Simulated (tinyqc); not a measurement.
Error of the time step: velocity overshoot from momentum and energy balance equations after a field step. Computed by tinyqc, a small Python program. Command: `OMP_NUM_THREADS=1 python tinyqc.py 3003387 3003388 out.jsonl overshoot walk`. One thread of a shared host (Intel(R) Xeon(R) Processor @ 2.30GHz), about 0.02 s of CPU time with the checks.

At t = 0 the field jumps from 0 to F in a uniform sample. v is the drift velocity and u = w - (3/2) k_B T the excess energy per carrier.

Inputs (values chosen for the exercise, modelled on electrons in GaN except for tau_E):
```
quantity,value,unit
effective mass m,0.2,m_0
low-field mobility mu_0,1300,cm^2/(V s)
saturation velocity v_s,1.9,1e7 cm/s
energy relaxation time tau_E,0.21,ps
field after the step F,120,kV/cm
lattice temperature T,300,K
time step dt,0.97,fs
```

Scheme: explicit Euler.

Constants: m_0 = 9.1093837015e-31 kg; e = 1.602176634e-19 C; k_B = 8.617333262e-05 eV/K.

Method:
- dv/dt = e F/m - v/tau_m(u), du/dt = e F v - u/tau_E, tau_m(u) = tau_0/(1 + c u), tau_0 = m mu_0/e, c = mu_0/(e tau_E v_s^2); this choice gives the steady state v (1 + mu_0 F v/v_s^2) = mu_0 F, which saturates at v_s. Steady velocity v = 2 mu_0 F/(1 + sqrt(1 + 4 (mu_0 F/v_s)^2)); u = e F v tau_E; carrier temperature T + 2u/(3 k_B), neglecting the drift energy m v^2/2.
- Step: v_new = v + dt (e F/m - v/tau_m(u)), u_new = u + dt (e F v - u/tau_E). Start v = u = 0; the distance adds dt (v + v_new)/2.
- The peak velocity is recomputed with dt/2 and dt/4 and by an adaptive Runge-Kutta method (tolerance 1e-9).

tau_0 = 147.826 fs

acceleration e F/m = 0.105529 1e7 cm/s per fs

c = 17.1481 1/eV

steady velocity = 1.78781 1e7 cm/s

Peak velocity:
```
step,v_peak (1e7 cm/s),error (%)
dt,3.9594,1.0584
dt/2,3.9385,0.5236
dt/4,3.9282,0.2612
adaptive,3.9180,0.0000
```

What follows from these numbers?

The explicit scheme puts the peak 1.06 % too high; halving dt divides the error by 2.02, as a first-order method should.

Extremes, crossings and ranges named in words are read from the listed rows.
